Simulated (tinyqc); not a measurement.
Worked calculation: tight binding, dimerised chain. Computed by tinyqc, a small Python program that keeps every step. Settings: t1 = 1.24, t2 = 0.96, delta = 0, points = 6, cells = 3. Command: `OMP_NUM_THREADS=1 python tinyqc.py 25525 25526 out.jsonl` (the two numbers bound the seeds that draw the settings). One thread of a shared host (Intel(R) Xeon(R) Processor @ 2.60GHz), about 0.01 s of CPU time with the checks.

## Bloch Hamiltonian at k

Parameters chosen for this model:
```
parameter     value                      unit
t1         1.240000       eV, inside the cell
t2         0.960000         eV, between cells
delta             0  eV, +/- on the two sites
```

k point k (2 pi / a): 0.150000

H_AA = +delta, H_BB = -delta, H_AB = -t1 - t2 exp(-i k a).

H(k) at k (eV):
```
                     A                    B
A             0.000000  -1.804274+0.776656i
B  -1.804274-0.776656i             0.000000
```

## Levels at k

Diagonalise the Hermitian matrix.

eigenvalues (eV): -1.964332  1.964332

weights |c|^2 of the basis functions:
```
     band 1    band 2
A  0.500000  0.500000
B  0.500000  0.500000
```

## Bloch Hamiltonian at X

k point X (2 pi / a): 0.500000

As before.

H(k) at X (eV):
```
           A          B
A   0.000000  -0.280000
B  -0.280000   0.000000
```

## Levels at X

As before.

eigenvalues (eV): -0.280000  0.280000

weights |c|^2 of the basis functions:
```
     band 1    band 2
A  0.500000  0.500000
B  0.500000  0.500000
```

## Bands along a path

The same steps at evenly spaced points between the labelled ones.

Bands along the path (eV):
```
k            band 1    band 2
G         -2.200000  2.200000
G-X 0.20  -2.094113  2.094113
G-X 0.40  -1.787430  1.787430
G-X 0.60  -1.312818  1.312818
G-X 0.80  -0.730132  0.730132
X         -0.280000  0.280000
```

With 1 band(s) filled, the highest filled level on these points lies at X and the lowest empty one at X: a gap of 0.5600 eV, direct.

## Berry (Zak) phase of the lower band

On 6 points k_j = j/N: phase = -Im ln of the product of <u_j|u_(j+1)>, closed with u_N = u_0 (the cell-periodic part is taken without the site positions). Single arguments depend on the phases chosen for the u_j; only their sum modulo 2 pi does not.

Overlaps:
```
j  |<u_j|u_j+1>|  argument (rad)
0       0.974766       -0.225125
1       0.982007       -0.189988
2       0.915071        0.415112
3       0.915071        0.415112
4       0.982007       -0.189988
5       0.974766       -0.225125
```

phase / pi, folded into (-1, 1] = 0.000000

## Open chain of 3 cells

H of the open chain (eV), lower triangle:
```
           1          2          3          4          5         6
1   0.000000
2  -1.240000   0.000000
3   0.000000  -0.960000   0.000000
4   0.000000   0.000000  -1.240000   0.000000
5   0.000000   0.000000   0.000000  -0.960000   0.000000
6   0.000000   0.000000   0.000000   0.000000  -1.240000  0.000000
```

The same hoppings without the wrap-around bond.

levels (eV): -1.993799  -1.424912  -0.671113  0.671113  1.424912  1.993799

weights of the highest filled level on the sites: 0.235066  0.068855  0.196078  0.196078  0.068855  0.235066

The bulk gap runs from -0.2800 to 0.2800 eV; no level of this chain lies inside it.
